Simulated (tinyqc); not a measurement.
Inversion-layer mobility, back-scattering and ballistic limit of a field-effect transistor. From current I/W back to electrical oxide thickness t_inv. Computed by tinyqc, a small Python program. Command: `OMP_NUM_THREADS=1 python tinyqc.py 3004758 3004759 out.jsonl mos inv`. One thread of a shared host (Intel(R) Xeon(R) Processor @ 2.30GHz), about 0.02 s of CPU time with the checks.

The charge at the top of the source barrier is fixed by the gate; series resistance and short-channel effects are left out. F_j are Fermi integrals normalised to exp(eta) in the classical limit.

Inputs (values chosen for the exercise, modelled on an InGaAs n-channel):

| quantity | value | unit |
|---|---|---|
| transport mass m | 0.046 | m_0 |
| valley degeneracy g_v | 1 | - |
| weight w of the inversion charge | 0.5 | - |
| permittivity eps | 13.9 | - |
| phonon mobility at 1 MV/cm and 300 K, mu_ph | 3200 | cm^2/(V s) |
| roughness mobility at 1 MV/cm, mu_sr | 3000 | cm^2/(V s) |
| Coulomb mobility at N_inv = 1e12/cm^2, mu_C | 2800 | cm^2/(V s) |
| depletion charge N_dep | 2.9e+11 | 1/cm^2 |
| gate overdrive V_G - V_T | 0.56 | V |
| drain voltage V_D | 0.05 | V |
| channel length L | 740 | nm |
| exponent a of the critical length | 0.66 | - |
| temperature T | 400 | K |

Statistics at the top of the barrier: Fermi-Dirac.

Constants: eps_0 = 8.8541878128e-12 F/m; e = 1.602176634e-19 C; m_0 = 9.1093837015e-31 kg; k_B = 1.380649e-23 J/K; hbar = 1.054571817e-34 J s; k_B = 8.617333262e-05 eV/K.

Method:
- N_inv = 3.9 eps_0 (V_G - V_T)/(e t_inv); effective field E_eff = e (N_dep + w N_inv)/(eps eps_0).
- mu_phonon = mu_ph (E_eff/1 MV/cm)^(-0.3) (T/300 K)^(-1.75); mu_rough = mu_sr (E_eff/1 MV/cm)^(-2); mu_Coulomb = mu_C (N_inv/1e12 cm^-2) (T/300 K); Matthiessen's rule adds 1/mu.
- F_j(eta) = (1/Gamma(j + 1)) int_0^infinity x^j/(1 + exp(x - eta)) dx, F_0 = ln(1 + exp(eta)). Integrals over x = E/(k_B T) use 160 Gauss-Legendre points in u = sqrt(x) from 0 to sqrt(max(eta, 0) + 32).
- Ballistic channel: N_2D = g_v m k_B T/(pi hbar^2), U = e V_D/(k_B T); eta_F solves N_inv = (N_2D/2)[F_0(eta_F) + F_0(eta_F - U)]; v_T = sqrt(2 k_B T/(pi m)); I/W = e (N_2D/2) v_T [F_1/2(eta_F) - F_1/2(eta_F - U)]; injection velocity v_T F_1/2(eta_F)/F_0(eta_F).
- Mean free path lambda = (2 k_B T/e)(mu/v_T) F_0(eta_0)/F_-1/2(eta_0), with eta_0 from N_inv = N_2D F_0(eta_0); critical length l = L (1 + U)^(-a), an empirical rule; back-scattering r = l/(l + lambda). Then eta solves N_inv = (N_2D/2)[(1 + r) F_0(eta) + (1 - r) F_0(eta - U)] and I/W = e (N_2D/2) v_T (1 - r)[F_1/2(eta) - F_1/2(eta - U)].
- Ballistic ratio: I over the ballistic current. Apparent mobility 1/(1/mu + 1/mu_B), mu_B = mu L/lambda.

Problem. A run gave the result below. Find the electrical oxide thickness t_inv, known to lie between 1.5 and 3.4 nm.

current I/W = 182.8734 microampere/micrometre

Solution.

Each step takes the trial c = (a f_b - b f_a)/(f_b - f_a), f being the result less the target and a, b, c the logarithms of the listed values; c replaces end b, the old b replaces a if the sign of f changed, and otherwise f_a is halved.

Scan of the range:

| electrical oxide thickness t_inv (nm) | current I/W (microampere/micrometre) |
|---|---|
| 1.50 | 204.057 |
| 1.72 | 189.008 |
| 1.97 | 173.790 |
| 2.26 | 158.383 |
| 2.59 | 143.313 |
| 2.97 | 128.571 |
| 3.40 | 114.534 |

False position (Illinois rule, in the logarithm of the input) inside the bracket:

| step | end a | end b | trial | current I/W (microampere/micrometre) |
|---|---|---|---|---|
| 1 | 1.72000 | 1.97000 | 1.81671 | 182.891 |
| 2 | 1.97000 | 1.81671 | 1.81700 | 182.873 |
| 3 | 1.97000 | 1.81700 | 1.81700 | 182.873 |
| 4 | 1.81700 | 1.81700 | 1.81700 | 182.873 |

Current I/W falls at every point of a 13-point scan of the range (every second point is shown), so one value fits; it is bracketed by 1.72 and 1.97. Answer: electrical oxide thickness t_inv = 1.817 nm.
